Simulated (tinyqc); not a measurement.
# Gate voltage for a given inversion charge

Question. p-type body, charge-sheet picture, depletion and inversion only, full ionisation (an idealisation for deep acceptors), Boltzmann statistics (rough once Na exp(x - xn) passes about Nc/7). In units of Vt: xg = (Vg - Vfb)/Vt, x = psi/Vt, G = gamma/sqrt(Vt), xn = (2 phiF + Vc)/Vt. The implicit equation is (xg - x)^2 = G^2 [x - 1 + exp(x - xn)] for x above about 3. Cox = eps0 eox/tox. ni = sqrt(Nc Nv) exp(-Eg/(2 Vt)), Eg in volts; phiF = Vt ln(Na/ni); gamma = sqrt(2 q eps0 eps_r Na)/Cox. N_inv = (Cox Vt G/q) [sqrt(x - 1 + exp(x - xn)) - sqrt(x - 1)]. Find x - xn, psi and Vg.

Inputs (values chosen for the exercise); band and dielectric values close to those of germanium:
- T = 250 K (temperature)
- Eg = 0.655 eV (band gap)
- eps_r = 16.2 (relative permittivity)
- Nc = 7.99e18 cm^-3 (conduction-band density of states at T)
- Nv = 4.63e18 cm^-3 (valence-band density of states at T)
- eox = 3.9 (relative permittivity of the gate insulator (close to silicon dioxide))
- tox = 1.8 nm (insulator thickness)
- Na = 1.7e18 cm^-3 (acceptor density)
- Vfb = -0.74 V (flat-band voltage)
- Vc = 0 V (channel-body voltage)

Constants: q = 1.602176634e-19 C, kB = 1.380649e-23 J/K, Vt = kB T/q, eps0 = 8.8541878128e-14 F/cm where lengths are in cm. Results are converted to the units shown.

N_inv = 3.2e11 cm^-2

Answer. N_inv rises steadily with x, so it fixes x; the implicit equation then gives xg directly.

x - xn = 1.473
psi = 0.6318 V
Vg = 0.2785 V

Program tinyqc, `OMP_NUM_THREADS=1 python tinyqc.py 2122147 2122148 out.jsonl`; Intel Xeon 2.30GHz, shared host, one thread, about 0.01 s.
